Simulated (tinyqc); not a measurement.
Minority carriers and saturation current of a heavily doped emitter: two steps of the calculation.

n-type, parabolic bands, full ionisation. eta = (EF - Ec)/kB T solves N = Nc F12(eta), F12(x) = (2/sqrt(pi)) int_0^infinity sqrt(u)/(1 + exp(u - x)) du. The gap shrinks rigidly by dEg = E1 [ln(N/N0) + sqrt(ln^2(N/N0) + 0.5)], an empirical law that is here taken as the true narrowing.

Inputs (values chosen for the exercise); band and dielectric values close to those of silicon: temperature T = 300 K; conduction-band density of states at 300 K Nc = 2.85e19 cm^-3; ionised donor density N = 4.8e19 cm^-3; minority-hole mobility mup = 240 cm^2/(V s); Auger coefficient Cn = 2.9e-31 cm^6/s; defect lifetime ts = 5.6 us; emitter width W = 880 nm; recombination velocity at the contact S = 1.4e5 cm/s.

Constants: q = 1.602176634e-19 C, kB = 1.380649e-23 J/K, Vt = kB T/q. Results are converted to the units shown.

Problem 1. Fermi level. Newton step on ln F12(eta) = ln(N/Nc): eta(new) = eta - ln(Nc F12/N) F12/Fm, Fm(x) = dF12/dx = (1/sqrt(pi)) int_0^infinity u^(-1/2)/(1 + exp(u - x)) du.

eta at the start (Boltzmann value) = 0.5213

Find: F12; Fm; eta after iteration 1.

Solution 1.

F12 = 1.135
Fm = 0.8169
eta after iteration 1 = 1.070

Problem 2. Saturation current. 1/tau = Cn N^2 + 1/ts, D = mup Vt, L = sqrt(D tau); J0 = (q p0 D/L)(s + tanh(W/L))/(1 + s tanh(W/L)), s = S L/D; the share recombining inside is 1 - 1/[cosh(W/L)(1 + tanh(W/L)/s)].

p0 = 50.087017 cm^-3

Wanted: tau; L; s; J0; share recombining inside.

Solution 2.

tau = 1.4962 ns
L = 963.51 nm
s = 2.1741
J0 = 582.18 fA/cm^2
share recombining inside = 48.130 %

Bulk and contact share the loss.

Range of the model: Band tails, non-parabolic bands and incomplete ionisation are left out.

Computed by the program tinyqc: `OMP_NUM_THREADS=1 python tinyqc.py 2330105 2330106 out.jsonl`, one thread of a shared Intel Xeon 2.30GHz, about 0.01 s for the whole run.
